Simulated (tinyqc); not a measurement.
Dose and depth of a threshold implant.

Inverse problem. A sheet of D acceptors per cm^2 lies at depth xi inside the depleted layer of a body doped Na. In the depletion approximation VT = Vfb + f2 + q D/Cox + gamma sqrt(f2 + Vsb - q D xi/(eps0 eps_r)), gamma = sqrt(2 eps0 eps_r q Na)/Cox, Cox = eps0 eox/tox. Find gamma, D and xi.

Inputs (values chosen for the exercise); band and dielectric values close to those of silicon: relative permittivity eps_r = 11.5; acceptor density deep in the body Na = 2.7e17 cm^-3; relative permittivity of the gate insulator (close to silicon dioxide) eox = 3.9; insulator thickness tox = 3.5 nm; flat-band voltage Vfb = -0.46 V; band bending 2 phiF at threshold f2 = 0.902 V.

Constants: q = 1.602176634e-19 C, eps0 = 8.8541878128e-14 F/cm where lengths are in cm. Results are converted to the units shown.

VT against the source at Vsb = 0 and 2.5 V (V): [0.75734902, 1.0327239]

Solution. With y^2 = f2 - q D xi/(eps0 eps_r) and d the difference of the thresholds over gamma, sqrt(y^2 + Vsb) - y = d gives y = (Vsb - d^2)/(2 d). The first threshold then gives D, and y^2 gives xi.

gamma = 0.301 V^0.5
D = 2.60e11 cm^-2
xi = 19.0 nm

Computed by the program tinyqc: `OMP_NUM_THREADS=1 python tinyqc.py 2080070 2080071 out.jsonl`, one thread of a shared Intel Xeon 2.30GHz, about 0.4 s for the whole run.
